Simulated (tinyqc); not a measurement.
# Undoped symmetric double-gate MOSFET, analytic potential model: output curve

An undoped body of thickness ts between two equal insulators and tied gates; long channel, electrons only, n = ni exp((psi - V)/Vt) with V the quasi-Fermi potential (0 at the source, Vd at the drain), constant mobility, no quantisation. Across the body psi(x) = V - 2 Vt ln[(ts/(2 beta)) sqrt(q ni/(2 eps0 eps_r Vt)) cos(2 beta x/ts)], x from the centre. Q is the electron charge per area of the whole body.

ni = sqrt(Nc Nv) exp(-Eg/(2 Vt)), Eg in volts; r = eps_r tox/(eox ts); V0 = dphi + 2 Vt ln[(2/ts) sqrt(2 eps0 eps_r Vt/(q ni))]. beta (between 0 and pi/2) solves (Vg - V0 - V)/(2 Vt) = ln(beta) - ln(cos beta) + 2 r beta tan(beta). Q = 8 eps0 eps_r Vt beta tan(beta)/ts; I = mu (1/L)(4 eps0 eps_r/ts)(2 Vt)^2 [g(beta_s) - g(beta_d)] per width, g = beta tan(beta) - beta^2/2 + r beta^2 tan^2(beta), with beta_s at V = 0 and beta_d at V = Vd.

Parameters, values chosen for the exercise; material values close to those of germanium:
- T = 300 K (temperature)
- Eg = 0.664 eV (band gap)
- eps_r = 16.1 (relative permittivity of the semiconductor)
- Nc = 1.06e19 cm^-3 (conduction-band density of states at T)
- Nv = 5.94e18 cm^-3 (valence-band density of states at T)
- eox = 23.9 (relative permittivity of the gate insulator)
- tox = 9.5 nm (insulator thickness)
- ts = 6 nm (body thickness)
- dphi = -0.2 V (gate work function less that of the intrinsic body)
- mu = 700 cm^2/(V s) (channel mobility)
- L = 0.1 um (gate length)
- Vg = 0.42 V (gate voltage)

Constants: q = 1.602176634e-19 C, kB = 1.380649e-23 J/K, Vt = kB T/q, eps0 = 8.8541878128e-14 F/cm where lengths are in cm. Results are converted to the units shown.

Output curve:

| Vd (V) | Qd (nC/cm^2) | Qd/Qs | I (uA/um) |
|---|---|---|---|
| 0.06 | 895.27 | 0.79983 | 422.83 |
| 0.11 | 714.42 | 0.63826 | 704.34 |
| 0.16 | 540.81 | 0.48316 | 923.76 |
| 0.22 | 346.47 | 0.30954 | 1109.4 |
| 0.27 | 203.22 | 0.18156 | 1205.0 |
| 0.32 | 90.007 | 0.080413 | 1255.2 |
| 0.38 | 18.113 | 0.016182 | 1275.2 |
| 0.43 | 3.0453 | 0.0027207 | 1278.2 |
| 0.48 | 0.45183 | 4.0367e-4 | 1278.7 |

The current rises from 423 to 1280 uA/um, while the charge at the drain end falls from 0.80 to 4.0e-4 of that at the source. The current first comes within 1 % of its last value at Vd = 0.38 V among the rows. Over the last rows Qd falls by a factor of e for each Vt of drain voltage: the drain end is in weak inversion. In every row the surface density at the source passes 0.3 Nc, where Boltzmann statistics fail. In every row mu V/L, with V the smaller of Vd and Vg - V0, passes 3e6 cm/s, so velocity saturation would lower the current. In every row the body is thin enough for quantum confinement, left out here, to raise the threshold.

Numbers from tinyqc (`OMP_NUM_THREADS=1 python tinyqc.py 2440017 2440018 out.jsonl`; about 0.01 s on one thread of a shared Intel Xeon 2.30GHz).
